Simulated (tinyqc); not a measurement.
Coherent transport through a tight-binding region between two chains, step by step. Computed by tinyqc, a small Python program that keeps every step. Settings: temperature = 77, mu = -0.04. Command: `OMP_NUM_THREADS=1 python tinyqc.py 30941 30942 out.jsonl` (the two numbers bound the seeds that draw the settings). One thread of a shared host (Intel(R) Xeon(R) Processor @ 2.60GHz), about 0.07 s of CPU time with the checks.

## Transmission at E = -0.74 eV

H of the central region (eV), lower triangle:
```
,1,2,3
1,0.000000
2,-0.620000,0.000000
3,0.000000,-1.510000,0.000000
```

Leads: semi-infinite chains with site energy 0:
```
parameter,value
lead hopping t (eV),1.070000
coupling to the left lead (eV),1.030000
coupling to the right lead (eV),1.000000
left contact site,1
right contact site,3
```

E = -0.740000 eV

Surface Green function g = (E - i sqrt(4 t^2 - E^2)) / (2 t^2); self-energy tc^2 g on each contact site; G = (E - H - Sigma)^(-1); Gamma = -2 Im Sigma; T = Gamma_L Gamma_R |G_LR|^2; local density of states -Im G_ii / pi.

g = -0.323172-0.876926i 1/eV

G (1/eV), lower triangle:
```
,1,2,3
1,-0.298631-0.788895i
2,0.237850-0.057228i,0.066484-0.393560i
3,0.239179+0.295871i,0.597173-0.169373i,0.194448-0.204487i
```

local density of states (1/eV): 0.251113  0.125274  0.065090

transmission = 0.472354

## Transmission across the band

The same steps on a grid of energies.

T(E):
```
E (eV),T
-2.03300000,0.503477
-1.82970000,0.494142
-1.62640000,0.484651
-1.42310000,0.478404
-1.21980000,0.474763
-1.01650000,0.472970
-0.81320000,0.472378
-0.60990000,0.472462
-0.40660000,0.472816
-0.20330000,0.473146
0.00000000,0.473276
0.20330000,0.473146
0.40660000,0.472816
0.60990000,0.472462
0.81320000,0.472378
1.01650000,0.472970
1.21980000,0.474763
1.42310000,0.478404
1.62640000,0.484651
1.82970000,0.494142
2.03300000,0.503477
```

levels of the isolated region (eV): -1.632330  0.000000  1.632330

## Current

I = (2e/h) int T(E) [f(E - mu - V/2) - f(E - mu + V/2)] dE at 77 K with mu = -0.04 eV, the bias not changing H; 2e^2/h = 77.48092 microsiemens; the integral runs over the band on 4001 points.

Current:
```
V (volt),I (microampere)
0.010000,0.366694
0.050000,1.833469
0.100000,3.666922
0.200000,7.333719
0.400000,14.666463
0.800000,29.325774
```
